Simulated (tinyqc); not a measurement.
Same peak temperature, different pulse lengths: millisecond and nanosecond annealing: surface heating, thermal budget and solid-phase regrowth. Computed by tinyqc, a small Python program. Command: `OMP_NUM_THREADS=1 python tinyqc.py 3005972 3005973 out.jsonl flash walk`. One thread of a shared host (Intel(R) Xeon(R) Processor @ 2.30GHz), about 0.02 s of CPU time with the checks.

A square pulse heats the surface of a thick wafer with constant thermal properties; losses by radiation are neglected and silicon melts at 1414 C.

Inputs (values chosen for the exercise, modelled on hot silicon with boron): incident fluence = 83.4 J/cm^2; pulse length t_p = 0.02 s; reflectance R = 0.57; thermal conductivity k = 0.28 W/(cm K); heat capacity per volume c = 2.22 J/(cm^3 K); preheat temperature T0 = 700 C; wafer thickness d = 775 um; dopant prefactor D0 = 0.878 cm^2/s; dopant activation energy E = 3.47 eV; regrowth prefactor v0 = 4.1e+08 cm/s; regrowth energy E_v = 2.73 eV; amorphous layer = 5.2 nm.

Source: flash lamp.

Constants: k_B = 8.617333262e-05 eV/K.

Method:
- Absorbed flux q = (1 - R) fluence/t_p; kappa = k/c. With f(z, t) = (2 q/k) sqrt(kappa t) ierfc(z/(2 sqrt(kappa t))), ierfc(x) = exp(-x^2)/sqrt(pi) - x erfc(x): T = T0 + f(z, t) during the pulse and T0 + f(z, t) - f(z, t - t_p) after it.
- At the surface the rise at the end of the pulse is 2 q sqrt(t_p/(pi k c)); the fluence that just melts the surface scales with (1414 - T0).
- Temperatures in kelvin are T(C) + 273.15.
- Integrate exp(-E/(k_B T(t))) at the surface from 0 to 10 t_p (Gauss-Legendre, 60 points in sqrt(t) up to t_p and 60 in sqrt(t - t_p) after it). (Dt) = D0 x integral with E; regrowth = v0 x integral with E_v; effective time = integral/exp(-E/(k_B T_peak)).
- For each t_p the flux is set so that the peak temperature stays the same: q sqrt(t_p) is fixed.

absorbed flux q = 1793.1 W/cm^2

kappa = 0.126126 cm^2/s

Pulses:
```
t_p (s)   fluence (J/cm^2)  q (W/cm^2)  thermal length (um)  2 sqrt(Dt) (nm)  regrowth (nm)
1.00e-07        1.8649e-01  8.0190e+05           1.1231e+00       8.4173e-04     6.8828e-03
1.00e-06        5.8973e-01  2.5358e+05           3.5514e+00       2.6618e-03     6.8828e-02
1.00e-05        1.8649e+00  8.0190e+04           1.1231e+01       8.4173e-03     6.8828e-01
1.00e-04        5.8973e+00  2.5358e+04           3.5514e+01       2.6618e-02     6.8828e+00
3.00e-04        1.0214e+01  1.4641e+04           6.1512e+01       4.6103e-02     2.0648e+01
1.00e-03        1.8649e+01  8.0190e+03           1.1231e+02       8.4173e-02     6.8828e+01
3.00e-03        3.2301e+01  4.6298e+03           1.9452e+02       1.4579e-01     2.0648e+02
1.00e-02        5.8973e+01  2.5358e+03           3.5514e+02       2.6618e-01     6.8828e+02
```

What follows from these numbers?

Fluence and diffusion length grow as sqrt(t_p), regrowth as t_p. The layer of 5.2 nm regrows from t_p = 0.0001 s on among these rows, at a diffusion length of 0.027 nm. Caution: heat reaches the back of the wafer, which is no longer thick. Caution: the shortest pulses need a source absorbed within their thermal length, and the longest also heat the back of the wafer, which the thick-wafer formula leaves out. Caution: seconds at the preheat temperature would regrow the layer before any pulse.

Extremes, crossings and ranges named in words are read from the listed rows.
